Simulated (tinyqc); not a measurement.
# Input admittance of a MOSFET at zero drain bias: distributed channel and distributed gate, step by step

Numbers from tinyqc (`OMP_NUM_THREADS=1 python tinyqc.py 2262107 2262108 out.jsonl`; about 0.01 s on one thread of a shared Intel Xeon 2.30GHz). Printed values are rounded.

Source and drain grounded, strong inversion, w = 2 pi f, Cox = eps0 eox/tox. The channel is an RC line of resistance 1/(mu Cox Vo) per square fed from both ends, so one finger has the intrinsic admittance y = i w Cox L tanh(g)/g per width, g = (1/2) sqrt(i w tau), tau = L^2/(mu Vo). The vertical resistance rv/L is in series with y, the overlaps 2 i w Cov in parallel: y_t = 1/(1/y + rv/L) + 2 i w Cov. The gate strip is a line of Rsh/L per length loaded by y_t, so a finger has Y = y_t Wf tanh(k)/k, k = (Wf/sd) sqrt(y_t Rsh/L); the device has Nf Y.

Values chosen for this exercise; values of the order met in silicon radio-frequency transistors: relative permittivity of the gate insulator (close to silicon dioxide) eox = 3.9; insulator thickness tox = 3 nm; channel length L = 1.2 um; finger width Wf = 3.3 um; number of fingers Nf = 16; channel mobility mu = 150 cm^2/(V s); gate overdrive Vo = 0.31 V; sheet resistance of the gate Rsh = 9.4 ohm/square; vertical resistivity of the gate stack rv = 3.8 ohm um^2; number of ends at which a finger is contacted sd = 1; overlap and fringe capacitance on each side Cov = 0.16 fF/um; frequency f = 0.22 GHz.

Constants: eps0 = 8.8541878128e-14 F/cm where lengths are in cm. Results are converted to the units shown.

## Low-frequency resistances and capacitance

Low-frequency limits, with c = Cox L and ct = c + 2 Cov: R_strip = Rsh Wf/(3 sd^2 L Nf), R_ch = (c/ct)^2 L/(12 mu Cox Vo Wf Nf), R_vert = (c/ct)^2 rv/(L Wf Nf), C = ct Wf Nf.

parts (ohm): strip 0.538542, channel 33.8009, vertical 0.0572895
sum = 34.3967 ohm
C = 746.198 fF
1/(2 pi R C) = 6.20083 GHz

The channel term is the largest, 98.3 % of the sum.

## Admittance of the channel and stack per width

tau, g, c = Cox L, y and y_t as defined.

tau = 309.677 ps
g = 0.231319+0.231319i
c = 13.8125 fF/um
y = 0.6798+19.0640i uS/um
y_t = 0.6810+19.5062i uS/um

w tau = 0.428, and Im y is 0.998 of w c.

## Input impedance of the device

k and Y as defined; Z = 1/(Nf Y) = R + 1/(i w C); Q = |Im Z|/R; signal at the point farthest from a contact |1/cosh k|.

k = 0.0293520+0.0283452i
Nf Y = 0.03653+1.02989i mS
R = 34.3938 ohm
C = 745.991 fF
Q = 28.1957
signal at the far point = 0.999971

R is within 0.01 % of its low-frequency limit and C is 0.028 % below its own.
